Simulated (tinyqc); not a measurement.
## Electron mobility in a silicon inversion layer, empirical terms and Matthiessen rule: effect of the temperature

Inversion layer of sheet density Ns on a uniformly doped body. The mobility terms are empirical power laws with prefactors chosen for the exercise; adding their inverses (Matthiessen) is itself an approximation.

Nc and Nv are given at 400 K and scale as (T/400 K)^1.5; Eg is fixed. ni = sqrt(Nc Nv) exp(-Eg/(2 Vt)), Eg in volts; Ndep = sqrt(2 eps0 eps_r Nb (2 Vt ln(Nb/ni) + Vsb)/q); E = q (Ndep + eta Ns)/(eps0 eps_r), in MV/cm. With t = T/(300 K): muC = Ac (Ns/1e12 cm^-2) t/(Nb/1e17 cm^-3 + Nit/1e11 cm^-2), muP = Ap E^(-1/3) t^(-1.75), muS = As E^(-gs); 1/mu is the sum of the inverses.

Values chosen for this exercise; material values close to those of silicon:
- Eg = 1.1 eV (band gap)
- eps_r = 11.5 (relative permittivity of the semiconductor)
- Nc = 4.28e19 cm^-3 (conduction-band density of states at the reference temperature)
- Nv = 4.05e19 cm^-3 (valence-band density of states at the reference temperature)
- Nb = 2.1e17 cm^-3 (body doping)
- Vsb = 0 V (reverse body bias)
- eta = 0.5 (weight of the inversion charge in the effective field)
- Ap = 476 cm^2/(V s) (phonon-limited mobility at 1 MV/cm and 300 K)
- As = 648 cm^2/(V s) (roughness-limited mobility at 1 MV/cm)
- gs = 2 (exponent of the roughness term)
- Ac = 1800 cm^2/(V s) (Coulomb prefactor)
- Nit = 1.3e10 cm^-2 (charge at the interface)
- Ns = 9e11 cm^-2 (inversion density)

Constants: q = 1.602176634e-19 C, kB = 1.380649e-23 J/K, Vt = kB T/q, eps0 = 8.8541878128e-14 F/cm where lengths are in cm. Results are converted to the units shown.

Results:
```
T (K),E (MV/cm),muC (cm^2/(V s)),muP (cm^2/(V s)),muS (cm^2/(V s)),mu (cm^2/(V s))
120,0.3314,290.6,3419,5899,256.2
160,0.3269,387.4,2076,6065,309.8
200,0.3218,484.3,1412,6256,341.0
250,0.3150,605.4,962.5,6530,351.6
300,0.3077,726.5,705.1,6846,340.0
350,0.2997,847.5,543.1,7213,316.5
450,0.2822,1090,356.9,8138,260.3
```

Estimate the missing row, T = 400 K.

Computed row:
```
T (K),E (MV/cm),muC (cm^2/(V s)),muP (cm^2/(V s)),muS (cm^2/(V s)),mu (cm^2/(V s))
400,0.2913,968.6,434.1,7639,288.4
```

With this row back in the table: As T goes from 120 to 450 K, E falls from 0.331 to 0.282 MV/cm and mu goes from 256 through a maximum of 352 (at T = 250 K among the rows listed) to 260 cm^2/(V s). The smallest term is the Coulomb one in the first row and the phonon one in the last. Coulomb scattering weakens and phonon scattering grows with T, hence the maximum. For T = 120 to 160 K dopant freeze-out and degenerate screening, left out here, matter.

Computed by the program tinyqc: `OMP_NUM_THREADS=1 python tinyqc.py 2510137 2510138 out.jsonl`, one thread of a shared Intel Xeon 2.30GHz, about 0.01 s for the whole run.
